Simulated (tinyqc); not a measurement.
Cabrera-Mott growth of a thin oxide under its own electric field: one step, computed by the program tinyqc. Command: `OMP_NUM_THREADS=1 python tinyqc.py 3009880 3009881 out.jsonl cabrera walk`. One thread of a shared host (Intel(R) Xeon(R) Processor @ 2.30GHz), about 0.01 s of CPU time with the checks.

Electrons cross the film freely and set a fixed potential V across it; the field V/x lowers the barrier for ions entering the oxide.

Task: Limiting thickness. Growth counts as stopped when u exp(X1/x) falls to 1e-5 angstrom/s: x_L = X1/ln(1e-5/u), defined while u is below that rate; the critical temperature is T_c = W/(k_B ln(u0/1e-5)).

Inputs (values chosen for the exercise, for a model metal): barrier W = 1.65 eV; prefactor u0 = N Omega nu = 9.6e+13 angstrom/s; temperature T = 450 K.

Backward hops: ignored.

u = 3.184818e-05 angstrom/s

Constants: k_B = 8.617333262e-05 eV/K.

Give: limiting thickness x_L; critical temperature T_c.

Result:

Limiting thickness x_L: none: u exceeds the rate

critical temperature T_c = 438.1 K
